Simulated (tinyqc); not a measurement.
Equilibrium and kinetic segregation of a solute to boundaries and growing surfaces: one step, computed by the program tinyqc.

Task: Segregation at a growing surface. Two-state exchange during growth, dilute: jump up r_u = nu exp(-E_b/(k_B T_g)), jump back r_d = r_u exp(-E_s/(k_B T_g)), nu = 1e13 1/s. In the time 1/R of one monolayer the share carried up is p = [r_u/(r_u + r_d)] [1 - exp(-(r_u + r_d)/R)]; the tail decays as p^n, length -1/ln p monolayers; the equilibrium limit has p = r_u/(r_u + r_d).

Inputs (values chosen for the exercise, modelled on arsenic in polycrystalline silicon):
```
quantity                        value          unit
exchange barrier E_b             1.95            eV
surface segregation energy E_s   0.22            eV
growth temperature T_g            820             K
growth rate                       1.5  monolayers/s
```

Constants: k_B = 8.617333262e-05 eV/K.

Give: r_u; r_d; share carried up p; decay length.

Result:

r_u = 10.355 1/s

r_d = 0.46028 1/s

share carried up p = 0.95673

decay length = 22.610 monolayers

Exchange and growth are comparable: the steep rise of the tail length between the kinetic and equilibrium regimes.
